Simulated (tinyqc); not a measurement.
Heavy and light holes: cyclotron masses of warped hole bands.

Values chosen for the exercise (near those of Si; shifted at random, so the results belong to these values and not to a real crystal): g1 = 4.31 (Luttinger gamma1); g2 = 0.34 (gamma2); g3 = 1.44 (gamma3); ths = (0, 15, 30, 45, 60, 75, 90) degrees (angles).

E = c k^2 f(n) with f = g1 -/+ 2 sqrt(g2^2 + 3 (g3^2 - g2^2)(nx^2 ny^2 + ny^2 nz^2 + nz^2 nx^2)). For the orbit through k = 0 perpendicular to b = (sin(theta)/sqrt2, sin(theta)/sqrt2, cos(theta)), mc is the mean of 1/f over the directions n in that plane (180 evenly spaced angles). Quantum effects of the lowest levels are left out.

Cyclotron masses (m0):
```
theta (degrees)   heavy   light
0                0.4116  0.1673
15               0.4390  0.1616
30               0.5009  0.1529
45               0.5497  0.1475
60               0.5561  0.1468
75               0.5430  0.1502
90               0.5346  0.1540
```

The heavy mass varies by 35 % over the table, with its largest listed value at 60 degrees ([111] lies at 54.7) and its smallest at 0; the light mass varies by 14.0 %. The warping term enters both with the same size, but it is set against a small inverse mass in one and a large one in the other (along [111], g1 - 2 g3 = 1.43 and g1 + 2 g3 = 7.19).

(tinyqc, `OMP_NUM_THREADS=1 python tinyqc.py 1251003 1251004 out.jsonl`, Intel(R) Xeon(R) Processor @ 2.30GHz, 1 thread, shared host, about 0.01 s.)
